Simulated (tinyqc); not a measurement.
# Undoped gate-all-around wire MOSFET, analytic charge model: effects of single changes

An undoped round wire of radius R under an insulator shell and a surrounding gate; long channel, electrons only, n = ni exp((psi - V)/Vt) with V the quasi-Fermi potential (0 at the source, Vd at the drain), constant mobility, no quantisation. The radial Poisson equation gives n(r) = n(0)/(1 - (1 - b) r^2/R^2)^2 with b = Q0/(Q + Q0). Q is the electron charge per area of the wire surface.

Inputs (values chosen for the exercise); material values close to those of silicon:
- T = 300 K (temperature)
- Eg = 1.1 eV (band gap)
- eps_r = 11.6 (relative permittivity of the semiconductor)
- Nc = 2.83e19 cm^-3 (conduction-band density of states at T)
- Nv = 2.67e19 cm^-3 (valence-band density of states at T)
- eox = 8.62 (relative permittivity of the gate insulator)
- tox = 4.7 nm (insulator thickness)
- R = 10 nm (wire radius)
- dphi = 0.23 V (gate work function less that of the intrinsic body)
- mu = 180 cm^2/(V s) (channel mobility)
- L = 0.5 um (gate length)
- Vd = 0.1 V (drain voltage)

Constants: q = 1.602176634e-19 C, kB = 1.380649e-23 J/K, Vt = kB T/q, eps0 = 8.8541878128e-14 F/cm where lengths are in cm. Results are converted to the units shown.

Each table varies one quantity; the others keep the values above.

## Effect of the gate work function less that of the intrinsic body

ni = sqrt(Nc Nv) exp(-Eg/(2 Vt)), Eg in volts; Cox = eps0 eox/(R ln(1 + tox/R)); Q0 = 4 eps0 eps_r Vt/R; V0 = dphi + Vt ln[8 eps0 eps_r Vt/(q ni R^2)]. Q solves Vg - V0 - V = Q/Cox + Vt ln(Q/Q0) + Vt ln(1 + Q/Q0). I = mu (2 pi R/L)[2 Vt (Qs - Qd) + (Qs^2 - Qd^2)/(2 Cox) + Vt Q0 ln((Qd + Q0)/(Qs + Q0))], with Qs at V = 0 and Qd at V = Vd.  I(low) is taken at Vg = 0.45 V, Qs and I(high) at Vg = 1.2 V.

Effect of the gate work function less that of the intrinsic body:

| dphi (V) | V0 (V) | I(low) (nA) | Qs(high) (nC/cm^2) | I(high) (uA) |
|---|---|---|---|---|
| 0.08 | 0.55162 | 1.1587 | 1045.3 | 2.1606 |
| 0.13 | 0.60162 | 0.17175 | 955.05 | 1.9582 |
| 0.18 | 0.65162 | 0.024921 | 865.55 | 1.7578 |
| 0.23 | 0.70162 | 0.0036044 | 776.93 | 1.5597 |
| 0.28 | 0.75162 | 5.2109e-4 | 689.35 | 1.3646 |
| 0.33 | 0.80162 | 7.5327e-5 | 603.03 | 1.1730 |
| 0.38 | 0.85162 | 1.0889e-5 | 518.25 | 0.98580 |

Read the table: what changes, and by how much?

As dphi goes from 0.08 to 0.38 V, I(low) falls from 1.16 to 1.09e-5 nA and I(high) falls from 2.16 to 0.986 uA. V0 rises from 0.552 to 0.852 V. In every row the surface density at the source at the higher gate voltage passes 0.3 Nc, where Boltzmann statistics fail.

## Transfer curve and volume inversion

I = mu (2 pi R/L)[2 Vt (Qs - Qd) + (Qs^2 - Qd^2)/(2 Cox) + Vt Q0 ln((Qd + Q0)/(Qs + Q0))], with Qs at V = 0 and Qd at V = Vd. The drop is psi(surface) - psi(centre) at the source end; C = dQs/dVg, Cg = Cox, drop = 2 Vt ln(1 + Qs/Q0); gm = dI/dVg.

Transfer curve and volume inversion:

| Vg (V) | Qs (nC/cm^2) | drop (mV) | C/Cg | I (uA) | gm/I (1/V) |
|---|---|---|---|---|---|
| 0.4 | 9.1012e-4 | 4.4306e-4 | 1.7770e-5 | 5.2109e-7 | 38.681 |
| 0.49 | 0.029558 | 0.014387 | 5.7664e-4 | 1.6930e-5 | 38.665 |
| 0.58 | 0.93590 | 0.45361 | 0.017794 | 5.4293e-4 | 38.155 |
| 0.66 | 14.193 | 6.4853 | 0.19866 | 0.0097017 | 32.071 |
| 0.75 | 80.835 | 29.261 | 0.52428 | 0.089528 | 17.733 |
| 0.84 | 191.26 | 53.250 | 0.69447 | 0.28899 | 9.4348 |
| 0.93 | 323.74 | 72.295 | 0.78289 | 0.56327 | 5.8671 |
| 1.01 | 451.80 | 85.775 | 0.82978 | 0.84006 | 4.2754 |
| 1.1 | 603.03 | 98.175 | 0.86420 | 1.1730 | 3.2323 |

Read the table: what changes, and by how much?

The current rises from 5.21e-7 to 1.17 uA. In the first row gm/I is 38.7 1/V, within 0.01 % of 1/Vt: with no depletion charge the whole body follows the gate, and the swing is ideal. The drop between surface and centre goes from 4.4e-4 to 98.2 mV and passes Vt at Vg = 0.75 V among the rows; below that the density varies across the body by less than a factor of e (volume inversion). C reaches 0.86 of Cg in the last row. For Vg = 0.93 to 1.1 V the surface density at the source passes 0.3 Nc, where Boltzmann statistics fail.

Numbers from tinyqc (`OMP_NUM_THREADS=1 python tinyqc.py 2460174 2460175 out.jsonl`; about 0.03 s on one thread of a shared Intel Xeon 2.30GHz).
